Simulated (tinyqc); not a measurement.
# Retention against time

Retention: filled traps are spread evenly in depth from E1 to E2, and each empties at the rate nu exp(-E/kB T). The share left is the mean of exp(-nu t exp(-E/kB T)) = [kB T/(E2 - E1)] [E1x(nu t exp(-E2/kB T)) - E1x(nu t exp(-E1/kB T))], E1x the exponential integral; traps shallower than about Ed = kB T ln(nu t) are empty.

Parameters, values chosen for the exercise: storage temperature T = 358 K; shallowest trap depth E1 = 0.83 eV; deepest trap depth E2 = 1.9 eV; attempt frequency nu = 1e12 1/s.

Constants: q = 1.602176634e-19 C, kB = 1.380649e-23 J/K, Vt = kB T/q. Results are converted to the units shown.

Results:

| t (s) | Ed (eV) | share left |
|---|---|---|
| 1 | 0.8524 | 0.9611 |
| 100 | 0.9945 | 0.8296 |
| 10000 | 1.137 | 0.6969 |
| 1e5 | 1.208 | 0.6305 |
| 1e6 | 1.279 | 0.5641 |
| 1e7 | 1.350 | 0.4977 |
| 1e9 | 1.492 | 0.3649 |

Estimate the missing row, t = 1e8 s.

Computed row:

| t (s) | Ed (eV) | share left |
|---|---|---|
| 1e8 | 1.421 | 0.4313 |

With this row back in the table: The share left falls from 0.961 to 0.365. Ed moves by 0.0710 eV a decade and reaches E1 at t = 0.484 s; from then on the loss is linear in log t, 6.64 % a decade, until Ed comes within a few kB T of E2, which it reaches at 5.59e14 s.

Program tinyqc, `OMP_NUM_THREADS=1 python tinyqc.py 2130131 2130132 out.jsonl`; Intel Xeon 2.30GHz, shared host, one thread, about 0.02 s.
